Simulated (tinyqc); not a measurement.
Ballistic transport through the one-dimensional subbands of a rectangular nanowire or nanosheet channel: one step, computed by the program tinyqc.

Hard walls, parabolic subbands, transport along x. Energies are counted from the bulk conduction band edge at the top of the barrier, which the gate pulls down by U; the source Fermi level lies at the bulk edge when U = 0.

Question. Conductance, capacitance and scattering. Linear conductance G = (2 e^2/h) sum_i g f(eta_i), g = 2, f = 1/(1 + exp(-eta_i)), with the barrier frozen at the eta_i above; current per perimeter I/(2(a + b)); with scattering, transmission lambda/(lambda + L) and low-bias resistance (1 + L/lambda)/G.

Inputs (values chosen for the exercise, modelled on silicon): height a = 4 nm; width b = 7.6 nm; temperature T = 300 K; mean free path for back-scattering lambda = 7.2 nm; channel length L = 48 nm.

Valleys: silicon [100] wire.

Occupation:
```
subband      eta_i  n_i (1/nm)  I_i (microampere)
1         1.939738   0.5492960       1.318625e+00
2        -0.794102   0.1214491       4.214440e-01
3        -1.070505   0.0968892       3.423088e-01
4        -1.627964   0.0597221       2.166490e-01
5        -1.841550   0.1074835       1.798655e-01
6        -2.036469   0.0411331       1.511494e-01
7        -3.017735   0.0161548       6.037772e-02
8        -4.963414   0.0023673       8.929119e-03
9        -5.046712   0.0021788       8.219304e-03
10       -5.817757   0.0022053       3.812674e-03
```

ballistic current I = 2.711381 microampere

Constants: e = 1.602176634e-19 C; h = 6.62607015e-34 J s.

Give: open modes sum g f; ballistic conductance; current per perimeter; transmission; low-bias resistance with scattering.

Answer.

open modes sum g f = 3.840

ballistic conductance = 297.6 microsiemens

current per perimeter = 116.9 microampere/micrometre

transmission = 0.1304

low-bias resistance with scattering = 25.76 kiloohm

Even without scattering the wire has h/(2 e^2 M) = 3.36 kiloohm, which sits in the contacts.
